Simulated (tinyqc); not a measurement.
From results to parameters: Hubbard dimer. Computed by the program tinyqc.

Problem. A two-site Hubbard model with two electrons has its ground state at (U - sqrt(U^2 + 16 t^2))/2, the triplet at 0 and the odd ionic singlet at U. Find t, U and the double occupancy per site.

singlet-triplet splitting = 0.640061 eV
gap from the ground state to the ionic odd singlet = 5.880061 eV

Solution. The difference of the two gaps is U and their product is 4 t^2; the double occupancy per site is (1 - U/sqrt(U^2 + 16 t^2))/4.

t, U (eV): 0.9700  5.2400
double occupancy per site = 0.049
